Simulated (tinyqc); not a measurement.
Concentration-dependent dopant diffusion with charged defects and the built-in field: one step, computed by the program tinyqc. Command: `OMP_NUM_THREADS=1 python tinyqc.py 3024716 3024717 out.jsonl extrinsic walk`. One thread of a shared host (Intel(R) Xeon(R) Processor @ 2.30GHz), about 0.09 s of CPU time with the checks.

A constant source C_s feeds a half space. The dopant moves through neutral point defects and through charged ones, whose number grows with the majority carrier density n.

Task: Diffusivity at the surface. n = C/2 + sqrt(C^2/4 + n_i^2); D(C) = h [Dx + D1 (n/n_i)], h = 1.

Inputs (values chosen for the exercise, modelled on arsenic in silicon): surface concentration C_s = 1.7e+19 1/cm^3; temperature T = 975 C.

Field enhancement: off.

n_i = 6.188508e+18 1/cm^3

partial diffusivities (cm^2/s): Dx 1.378338e-16, D1 6.161393e-16

intrinsic diffusivity D_i = 7.539731e-16 cm^2/s

Give: n/n_i; field factor h; surface diffusivity D_s; enhancement D_s/D_i.

Result:

n/n_i = 3.0725

field factor h = 1

surface diffusivity D_s = 2.0309e-15 cm^2/s

enhancement D_s/D_i = 2.6936

C_s is 2.75 times n_i: diffusion is extrinsic near the surface. Caution: the built-in field is switched off although C_s exceeds n_i; with it D_s would be larger by the factor 1 + C_s/sqrt(C_s^2 + 4 n_i^2).
